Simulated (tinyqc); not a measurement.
Smearing for a one-band metal on the bcc lattice: one step. Occupations and energies.

With x = (E_k - mu)/sigma: cold (Marzari-Vanderbilt) with y = x + 1/sqrt(2), f = erfc(y)/2 + exp(-y^2)/sqrt(2 pi), s = y exp(-y^2)/sqrt(2 pi). With weights w = points/N^d (d the dimension), mu solves 2 sum w f = ne; E = 2 sum w f E_k, S = 2 sum w s, F = E - sigma S.

Values chosen for the exercise: ne = 0.87 (electrons per cell); sigma = 0.2 eV (width).

Distinct levels:
```
E_k (eV)   points
-8.540000       1
-5.527314      12
-2.686513       6
-1.583657      24
-0.652686      12
0.200801        8
0.853657       24
1.910000       24
4.069199        8
6.056513        6
```

Question. Converge mu, then list x, f and s of each level and form the sums.

Give: mu; x, f and s of each level; E; S; F; (E + F)/2.

Answer.

mu = -0.4926 eV

x, f and s of each level:
```
E_k (eV)       x       f        s
-8.5400   -40.24  1.0000   0.0000
-5.5273   -25.17  1.0000   0.0000
-2.6865   -10.97  1.0000   0.0000
-1.5837    -5.46  1.0000   0.0000
-0.6527    -0.80  0.9479  -0.0369
0.2008      3.47  0.0000   0.0000
0.8537      6.73  0.0000   0.0000
1.9100     12.01  0.0000   0.0000
4.0692     22.81  0.0000   0.0000
6.0565     32.75  0.0000   0.0000
```

E = -2.1827 eV
S = -0.0071
F = -2.1813 eV
(E + F)/2 = -2.1820 eV

Levels with f between 0.001 and 0.999: 1. For this scheme F itself has no term in sigma^2, so F is the estimate of the energy at zero width. That argument needs a smooth density of states, and the number of distinct levels within 2 sigma of mu is only 1, so it may fail on this mesh.

Program tinyqc; command `OMP_NUM_THREADS=1 python tinyqc.py 1651534 1651535 out.jsonl`; about 0.2 s on one thread of a shared Intel(R) Xeon(R) Processor @ 2.30GHz.
